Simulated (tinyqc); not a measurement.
# LED efficiency against current

ABC model of an LED: J = q da (A n + Ba n^2 + Ca n^3), IQE = Ba n^2/(A n + Ba n^2 + Ca n^3), differential lifetime 1/(A + 2 Ba n + 3 Ca n^2).

Values chosen for this exercise:
```
symbol,value,unit,meaning
A,3.9e7,1/s,defect coefficient of the active layer
Ba,8e-12,cm^3/s,radiative coefficient of the active layer
Ca,4.9e-29,cm^6/s,Auger coefficient of the active layer
da,16,nm,thickness of the active layer
```

Constants: q = 1.602176634e-19 C. Results are converted to the units shown.

Results:

| J (A/cm^2) | n (cm^-3) | IQE (%) | defect share (%) | Auger share (%) | differential lifetime (ns) |
|---|---|---|---|---|---|
| 0.06 | 5.994e15 | 0.1228 | 99.87 | 0.004508 | 25.57 |
| 0.3 | 2.979e16 | 0.6067 | 99.28 | 0.1107 | 25.25 |
| 1 | 9.695e16 | 1.928 | 96.93 | 1.145 | 23.85 |
| 5 | 3.925e17 | 6.320 | 78.49 | 15.19 | 14.72 |
| 20 | 9.041e17 | 8.382 | 45.20 | 46.42 | 5.759 |
| 80 | 1.662e18 | 7.085 | 20.78 | 72.14 | 2.119 |
| 1000 | 4.187e18 | 3.596 | 4.186 | 92.22 | 0.3727 |
| 6000 | 7.729e18 | 2.042 | 1.288 | 96.67 | 0.1118 |

Estimate the missing row, J = 300 A/cm^2.

Computed row:

| J (A/cm^2) | n (cm^-3) | IQE (%) | defect share (%) | Auger share (%) | differential lifetime (ns) |
|---|---|---|---|---|---|
| 300 | 2.736e18 | 5.118 | 9.118 | 85.76 | 0.8451 |

With this row back in the table: The IQE goes from 0.123 through a maximum of 8.38 (at J = 20 A/cm^2 among the rows listed) to 2.04 %. The exact peak, Q/(Q + 2) = 8.38 % with Q = Ba/sqrt(A Ca) = 0.183, lies at n = sqrt(A/Ca) = 8.92e17 cm^-3, J = 19.5 A/cm^2, where the defect and Auger shares are equal. n goes as J^(1.00) at the low end and J^(0.34) at the high end.

Computed by the program tinyqc: `OMP_NUM_THREADS=1 python tinyqc.py 2300138 2300139 out.jsonl`, one thread of a shared Intel Xeon 2.30GHz, about 0.01 s for the whole run.
